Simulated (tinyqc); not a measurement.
Ballistic Schottky-barrier transistor with a two-dimensional channel, WKB contacts: two steps of the calculation.

Source Fermi level 0, drain Fermi level -Vd. Far from the contacts Ec = pn - psi, and the gate moves psi one to one; the band edges relax as exp(-x/lam) from pn at the source and pn - Vd at the drain; Ev = Ec - Eg. A carrier of energy w inside the channel band meets at a contact a barrier of height D (the contact edge beyond the channel edge): T = 1 for w >= D, else exp(-S), S = 4 lam sqrt(m/C) [sqrt(D - w) - sqrt(w) arctan sqrt((D - w)/w)], C = hbar^2/(2 m0). The two contacts combine as Ts Td/(Ts + Td - Ts Td).

Parameters, values chosen for the exercise; channel values close to those of a tungsten diselenide layer: temperature T = 300 K; band gap Eg = 1.4 eV; barrier for electrons at both contacts pn = 0.93 eV; hole mass mp = 0.4 m0; valleys or subbands g = 2; screening length at the contacts lam = 4 nm; drain bias Vd = 0.5 V; band shift psi of the channel by the gate ps = -0.44 V; energy of one carrier inside the channel band w0 = 0.31 eV; upper end of the grid wm = 1.1 eV; points of the grid nE = 15.

Constants: q = 1.602176634e-19 C, kB = 1.380649e-23 J/K, hbar = 1.054571817e-34 J s, h = 6.62607015e-34 J s, m0 = 9.1093837015e-31 kg, Vt = kB T/q, hbar^2/(2 m0) = 0.0380998212 eV nm^2. Results are converted to the units shown.

Task 1. Transmission of one of the holes. S and T at both contacts for w = w0, and the tunnelling distance lam ln(D/w) at the higher barrier.

D for holes (eV): source 0.44000000, drain 0.94000000

Wanted: S at the source; S at the drain; combined T; tunnelling distance.

Result 1.

S at the source = 2.1044
S at the drain = 13.465
combined T = 1.4195e-6
tunnelling distance = 4.4372 nm

Task 2. Current of the holes on a coarse grid. I/W = g (2 q^2/h) int T(w) [N(Es + w) - N(Ed + w)] dw with w the energy of motion along the channel, N(y) = (1/2 pi) sqrt(pi m kB T/C) Fm(-y/kB T), Fm(x) = (1/sqrt(pi)) int_0^infinity u^(-1/2)/(1 + exp(u - x)) du. Electrons: Ds = psi, Dd = psi - Vd, Es = Ec, Ed = Ec + Vd. Holes: Ds = -psi, Dd = Vd - psi, Es = -Ev, Ed = -Ev - Vd. The size of each current is taken; both flow from drain to source and add. Simpson's rule on nE equally spaced w from 0 to wm.

Find: w; Ts; Td; T; size of the supply difference; current.

Result 2.

w, point 0 to 14 (eV): [0.000, 0.079, 0.157, 0.236, 0.314, 0.393, 0.471, 0.550, 0.629, 0.707, 0.786, 0.864, 0.943, 1.021, 1.100]
Ts, point 0 to 14: [1.162e-15, 4.209e-7, 2.130e-4, 0.01043, 0.1365, 0.6568, 1.000, 1.000, 1.000, 1.000, 1.000, 1.000, 1.000, 1.000, 1.000]
Td, point 0 to 14: [1.482e-22, 1.464e-13, 2.184e-10, 3.487e-8, 1.717e-6, 3.916e-5, 5.080e-4, 0.004223, 0.02418, 0.09973, 0.3027, 0.6730, 1.000, 1.000, 1.000]
T, point 0 to 14: [1.482e-22, 1.464e-13, 2.184e-10, 3.487e-8, 1.717e-6, 3.916e-5, 5.080e-4, 0.004223, 0.02418, 0.09973, 0.3027, 0.6730, 1.000, 1.000, 1.000]
size of the supply difference, point 0 to 14 (1/um): [668.3, 641.9, 575.1, 496.5, 401.6, 271.5, 85.84, 6.451, 0.3182, 0.01525, 7.302e-4, 3.495e-5, 1.673e-6, 8.010e-8, 3.834e-9]
current = 1.064 uA/um

Range of the model: No scattering, image-force lowering, channel charge or band-to-band tunnelling; parabolic kappa overstates S deep in the gap.

tinyqc, about 0.3 s, one thread, Intel Xeon 2.30GHz (shared host): `OMP_NUM_THREADS=1 python tinyqc.py 2390106 2390107 out.jsonl`
